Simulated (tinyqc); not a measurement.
Slater-Koster d bands of an fcc metal, step by step. Values are carried at full precision from step to step, so a last printed digit may differ when a step is redone from the rounded ones.

Slater-Koster d bands. For a bond with direction cosines (l, m, n) the 5 x 5 block is dds Ps + ddp Pp + ddd (1 - Ps - Pp), the projectors on sigma, pi and delta states about the bond; for instance <xy|xy> = 3 l^2 m^2 dds + (l^2 + m^2 - 4 l^2 m^2) ddp + (n^2 + l^2 m^2) ddd, <xy|yz> = 3 l m^2 n dds + l n (1 - 4 m^2) ddp + l n (m^2 - 1) ddd and <3z2-r2|3z2-r2> = (n^2 - (l^2 + m^2)/2)^2 dds + 3 n^2 (l^2 + m^2) ddp + (3/4)(l^2 + m^2)^2 ddd. H(k) sums the blocks times cos(k.R) over the neighbours; the d level is the zero of energy; k in 2 pi/a.

Inputs chosen for the exercise (of the size met in Ir; the results hold for these values, not for the real material):
- dds = -1.139 eV (dd sigma)
- ddp = 0.775 eV (dd pi)
- ddd = -0.159 eV (dd delta)
- Es = 6.7 eV (s level)
- sss = -0.95 eV (ss sigma)
- sds = -0.55 eV (sd sigma)
- k = (0.14, 0.34, 0) 2 pi/a (wave vector)
- Nd = 7 (d electrons per atom)

## The block of one bond

Direction (1,1,0)/sqrt2; its eigenvalues must be dds once, ddp twice and ddd twice.

block (eV), lower triangle:
```
             xy      yz      zx   x2-y2   3z2-r2
xy      -0.8940
yz            0  0.3080
zx            0  0.4670  0.3080
x2-y2         0       0       0  0.7750
3z2-r2   0.4244       0       0       0  -0.4040
```

## Levels at Gamma

Neighbours: twelve at (a/2)(1,1,0) and equivalents.

Summing the blocks at k = 0 gives E(t2g) = 3 dds + 4 ddp + 5 ddd, E(eg) = 1.5 dds + 6 ddp + 4.5 ddd.

levels (eV): t2g (threefold) -1.1120, eg (twofold) 2.2260

The t2g level lies lower, by 3.3380 eV.

## The Hamiltonian at one k

An s orbital at Es couples to nearest neighbours alone: <s|s> = sss, <s|xy> = sqrt3 l m sds (cyclic), <s|x2-y2> = (sqrt3/2)(l^2 - m^2) sds, <s|3z2-r2> = (n^2 - (l^2 + m^2)/2) sds.

Sum over the neighbours.

H(k) (eV), lower triangle:
```
              s       xy       yz       zx    x2-y2  3z2-r2
s       -0.2254
xy       0.7109   0.1495
yz            0        0  -0.0710
zx            0        0  -0.6970  -2.1051
x2-y2   -0.4030        0        0        0   0.7454
3z2-r2  -0.2831  -0.6333        0        0  -0.8640  1.9592
```

## Levels and character

Diagonalise H; t2g is xy, yz, zx and eg the other two.

levels (eV): -2.3210  -0.8399  -0.0782  0.1449  0.9805  2.5662

weights:
```
     band 1  band 2  band 3  band 4  band 5  band 6
s     0.000   0.639   0.055   0.000   0.296   0.010
t2g   1.000   0.315   0.343   1.000   0.275   0.067
eg    0.000   0.046   0.602   0.000   0.429   0.924
```

## Levels at points of symmetry

Coordinates: G (0, 0, 0), X (1, 0, 0), W (1, 0.5, 0), L (0.5, 0.5, 0.5), K (0.75, 0.75, 0); the others lie half way.

Levels (eV):

| k | band 1 | band 2 | band 3 | band 4 | band 5 | band 6 |
|---|---|---|---|---|---|---|
| G | -4.700 | -1.112 | -1.112 | -1.112 | 2.226 | 2.226 |
| G-X 0.5 | -3.576 | -1.870 | 1.232 | 1.232 | 3.100 | 3.154 |
| X | -6.040 | -5.756 | 3.576 | 3.576 | 3.974 | 10.798 |
| W | -3.100 | -1.232 | -1.232 | 1.482 | 3.576 | 10.634 |
| L | -4.692 | -1.345 | -1.345 | 3.213 | 3.213 | 7.656 |
| L-G 0.5 | -3.090 | -0.357 | -0.357 | 1.666 | 1.848 | 1.848 |
| K | -4.553 | -2.684 | 1.339 | 2.168 | 3.207 | 10.356 |

On these points the bands run from -6.040 (X) to 10.798 eV (X).

## Second moment and the rectangular band

mu2 = z (dds^2 + 2 ddp^2 + 2 ddd^2)/5 per orbital, with z = 12. A rectangular band with the same mu2 has width W = sqrt(12 mu2), Fermi level W (Nd/10 - 1/2) and bond energy -W Nd (10 - Nd)/20 (Friedel).

mu2 = 6.1179 eV^2
W = 8.5683 eV
Fermi level = 1.7137 eV
bond energy per atom = -8.9967 eV

The bond energy is the attractive part alone; the repulsion between atoms, left out, cancels a large share of it in the cohesive energy.

## Checks

- Levels at Gamma from the formulas against H(0): they agree to 1e-10 or better.
- Second moment from the formula against the mean square level on the mesh: both 6.11792.

tinyqc: `OMP_NUM_THREADS=1 python tinyqc.py 1451206 1451207 out.jsonl`; about 0.06 s, one thread, shared Intel(R) Xeon(R) Processor @ 2.30GHz.
